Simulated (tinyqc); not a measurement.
p-i-n junction, non-linear Poisson equation by Newton steps: two steps of the calculation.

One dimension, p side on the left, n side on the right; net doping C = -Na for x < 0, 0 for 0 < x < Li and +Nd beyond. The potential psi is counted from the intrinsic level, and the quasi-Fermi potentials are flat: 0 for holes and -V for electrons, so n = ni exp((psi + V)/Vt) and p = ni exp(-psi/Vt) (Boltzmann statistics, full ionisation, no current). Under reverse bias this makes the minority densities vanishingly small everywhere; they play no part in the charge.

Values chosen for this exercise; band and dielectric values close to those of gallium arsenide: temperature T = 300 K; relative permittivity eps_r = 12.7; bias of the p side against the n side V = -1.8 V.

Constants: q = 1.602176634e-19 C, kB = 1.380649e-23 J/K, Vt = kB T/q, eps0 = 8.8541878128e-14 F/cm where lengths are in cm. Results are converted to the units shown.

Task 1. Newton step. Solve the tridiagonal system a_(i-1) d_(i-1) + b_i d_i + a_i d_(i+1) = -F_i for nodes 1 to 12, with d = 0 on fixed nodes. Half of the step is added while the largest |d| exceeds 1.5 Vt, the full step after that.

coupling a_i, interval 0 to 12 (F/cm^2): 1.3882492e-6  1.6064026e-6  1.9059014e-6  2.1708144e-6  2.5440766e-6  2.9591628e-6  1.5882512e-6  8.5059142e-7  4.5710644e-7  2.4552006e-7  1.3167235e-7  7.0722129e-8  3.7861342e-8

```
node  diagonal b (F/cm^2)  residual F (C/cm^2)
1           -1.6569586e-5        2.8981091e-14
2           -1.5153407e-5        2.6357294e-12
3           -1.4366364e-5         3.0180882e-8
4           -1.0939013e-5         6.0606748e-8
5           -6.1101727e-6        5.6276612e-10
6           -4.5598731e-6         3.3813872e-9
7           -2.4388518e-6        -1.6261857e-8
8           -1.3076979e-6        -3.0297160e-8
9           -7.0262650e-7        -5.6396618e-8
10          -3.7719240e-7        -9.4709496e-8
11          -7.3518123e-6        -3.0848706e-7
12          -1.7250216e-5        -4.4311465e-7
```

psi after iteration 1, node 0 to 13 (V): -0.7293327  -0.7293432  -0.7294411  -0.7301826  -0.7208932  -0.6647278  -0.5570200  -0.3544172  0.0047707  0.6068732  1.4981582  2.4407922  2.4472757  2.4602006

Find: Newton step d, before damping; psi after iteration 2.

Result 1.

Newton step d, before damping, node 1 to 12 (V): 0.00002  0.00019  0.00152  -0.00402  -0.04239  -0.08426  -0.16506  -0.29682  -0.47572  -0.57910  -0.05258  -0.02590
psi after iteration 2, node 0 to 13 (V): -0.7293  -0.7293  -0.7293  -0.7294  -0.7229  -0.6859  -0.5991  -0.4369  -0.1436  0.3690  1.2086  2.4145  2.4343  2.4602

Task 2. Converged densities, field and charge. n and p as above; field E_i = -(psi_(i+1) - psi_i)/h_i on each interval; charge on either side of the peak Q = eps0 eps_r |E|max (Gauss).

```
node  x (nm)  converged psi (V)  net doping C (cm^-3)
0      -32.5         -0.7293327               -2.9e18
1      -24.4         -0.7293273               -2.9e18
2      -17.4         -0.7292764               -2.9e18
3      -11.5         -0.7288910               -2.9e18
4      -6.32         -0.7265437               -2.9e18
5       -1.9         -0.7155756               -2.9e18
6        1.9         -0.6795159                     0
7       8.98         -0.6354996                     0
8       22.2         -0.5680181                     0
9       46.8         -0.4461957                     0
10      92.6         -0.2195046                     0
11       178          0.2031899                     0
12       337          0.9901739                     0
13       634          2.4602006                  2e17
```

ni = 1.6223611e6 cm^-3

Wanted: n; p; field E; peak |E|; charge Q.

Result 2.

```
node  n (cm^-3)  p (cm^-3)
0      5.24e-37    2.90e18
1      5.24e-37    2.90e18
2      5.25e-37    2.89e18
3      5.33e-37    2.85e18
4      5.84e-37    2.60e18
5      8.92e-37    1.70e18
6      3.60e-36    4.22e17
7      1.97e-35    7.69e16
8      2.69e-34    5.65e15
9      2.99e-32    5.08e13
10     1.92e-28     7.90e9
11     2.43e-21        626
12      4.03e-8   3.77e-11
13      2.00e17   7.60e-36
```

field E, interval 0 to 12 (kV/cm): 0.0  -0.1  -0.7  -4.5  -24.8  -94.9  -62.2  -51.0  -49.5  -49.5  -49.5  -49.5  -49.5
peak |E| = 94.9 kV/cm
charge Q = 107 nC/cm^2

Numbers from tinyqc (`OMP_NUM_THREADS=1 python tinyqc.py 2000064 2000065 out.jsonl`; about 0.06 s on one thread of a shared Intel Xeon 2.30GHz).
